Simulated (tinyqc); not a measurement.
What moves the results: inter-valley coupling by envelope functions against a chain of atomic planes. A value that a table varies takes the place of the one given here.

Chain: E(phi) = e0 + 2 v cos(phi) + 2 u cos(2 phi), cos(phi0) = -v/(4u), e0 = 2u + v^2/(4u); plane j = 0, 1, ... has the potential V_j = dE x_j + F (j - 30) a/4 (1 MV/m = 1e-4 V/angstrom). There are 30 barrier planes a side; with y = j - 29.5, x_j = xb (f(y) + f(Nw - y)), f(y) = 1/(1 + exp(y/L)), plus any Ge added in the well. The valley splitting is the spacing of the two lowest levels. Envelope theory: F_j solves a one-valley chain with hopping -b and diagonal 2b + V_j, b = 4u sin^2(phi0), sum F_j^2 = 1; the valleys couple by Dv = sum_j F_j^2 V_j exp(-2 i phi0 j) and split by 2|Dv|.

Inputs chosen for the exercise (near those of the Delta valleys of silicon in a SiGe well; not measured data):
```
symbol  value  unit      meaning
a       5.431  angstrom  lattice constant; planes lie a/4 apart
u       0.62   eV        second-neighbour hopping
v       0.677  eV        nearest hopping
Nw      40               planes in the well
L       0.75   planes    interface width
xb      0.29             Ge fraction of the barriers
dE      0.64   eV        offset per unit Ge fraction
F       2      MV/m      field
xs      0.1              Ge fraction added on that plane
xw      0.014            mean Ge fraction of the wiggle
x0      9645             start of the number sequence
na      4000             atoms a plane under the dot
js      52               plane j of a Ge spike (the well starts at j = 30)
```

## Position of the spike

The spike is moved through the well; position counted from the first well plane, j - 30.

Against position:
```
j - 30  F_j^2, smooth  mean of the doublet (meV)  splitting, chain (micro-eV)  envelope  first order
2             0.00784                      16.09                          817       802         1003
5             0.01661                      16.51                         1661      1630         2127
8             0.02631                      17.01                         2649      2612         3367
12            0.03730                      17.65                         3948      3917         4775
16            0.04303                      18.08                         4803      4785         5508
20            0.04219                      18.04                         4717      4700         5401
26            0.03085                      17.28                         3214      3190         3949
32            0.01491                      16.42                         1468      1443         1909
38            0.00307                      15.84                          334       330          393
```

The splitting is largest at plane 16 among these rows (4803 micro-eV), and the smooth envelope peaks at plane 17, counting all planes; without a spike it is 6.4. Where the splitting exceeds 20 micro-eV the envelope theory lies within 1.8 % of the chain and first order within 30 %.

## A periodic Ge profile (wiggle well)

periods (planes): pi/phi0 1.70065, pi/(pi - phi0) 2.42725

Added fraction xw (1 - cos(2 pi (j - 30)/p)) on the well planes; p = f times the resonant period pi/(pi - phi0). At resonance the estimate is dE xw.

Against period:
```
f     p (planes)  mean of the doublet (meV)  splitting, chain (micro-eV)  envelope
0.90      2.1845                      24.41                          295       306
0.95      2.3059                      24.19                         4308      4511
0.98      2.3787                      24.43                         7925      8052
0.99      2.4030                      24.50                         8579      8621
1.00      2.4272                      24.54                         8840      8810
1.01      2.4515                      24.52                         8687      8623
1.02      2.4758                      24.45                         8138      8070
1.05      2.5486                      24.21                         5180      5106
1.10      2.6700                      24.31                          797       730
1.50      3.6409                      24.54                           20        20
3.00      7.2817                      24.53                           30        27
```

The splitting peaks at f = 1 with 8.84 meV, against the estimate dE xw = 8.96 meV, and is 0.90 and 0.92 of the value at f = 1 two per cent off to either side: the width of the resonance is set by the number of periods under the envelope. At f = 3 it is 30 micro-eV. The chain has one orbital a plane and knows only this resonance; longer periods that work through other bands are outside it.

## Random alloy fluctuations

A uniform fraction x is added on all planes. Each plane j then fluctuates by q sqrt(x_j (1 - x_j)/na) in Ge fraction, q = sqrt12 (z/2147483647 - 1/2) with z(new) = 16807 z mod 2147483647 from x0, restarted for each row; 24 samples. Theory: Dv is a complex Gaussian with sigma^2 = dE^2 sum F_j^4 x_j (1 - x_j)/na, and the mean splitting is sqrt(pi) sigma if the smooth part is negligible.

Splitting (micro-eV):
```
x     sigma  sqrt(pi) sigma  mean of 24  least  largest
0.00   24.6            43.6        42.5   13.1     66.7
0.01  182.8           324.0       311.7   56.5    597.5
0.02  256.1           453.8       436.3   87.6    821.9
0.05  397.5           704.6       676.7  139.3   1277.7
0.10  546.7           969.0       930.4  173.2   1770.5
```

Without added Ge the disorder sits in the barriers, where the state is small: mean 42.5 micro-eV, against 6.4 for the smooth well. With 5 % Ge in the well the mean is 677, theory 705, with a statistical error of about 11 % for 24 samples; the miss is -4 %, and since every row reuses one sequence the rows with added Ge miss alike. The spread grows with the mean: at 5 % the samples run from 139 to 1278, so small splittings remain possible. sigma falls as 1/sqrt(na) for larger dots. A chain with one orbital a plane has no Bloch-function factor, which scales all these couplings down in fuller models.

## What each parameter does

Chain with the spike on plane js. Each row changes one parameter from the base and keeps the others.

Results:
```
case             level (meV)  splitting (micro-eV)
base                  17.849                4334.9
Nw = 46               16.212                4181.1
L = 1.25 planes       18.583                4478.4
xb = 0.34             18.183                4414.6
dE = 0.704 eV         18.235                4751.6
F = 4 MV/m            22.453                3960.3
js = 55               17.434                3502.7
xs = 0.13             18.378                5393.2
```

The largest shifts from the base row, up to three for each result and ties (the steps differ in size, so this ranks the rows, not the parameters). level (meV): F +4.604, Nw -1.637, L +0.734. splitting (micro-eV): xs +1058.3, js -832.1, dE +416.7.

Run: tinyqc, `OMP_NUM_THREADS=1 python tinyqc.py 1482848 1482849 out.jsonl`; Intel(R) Xeon(R) Processor @ 2.30GHz, one thread, shared host; about 0.04 s of CPU time with all checks.
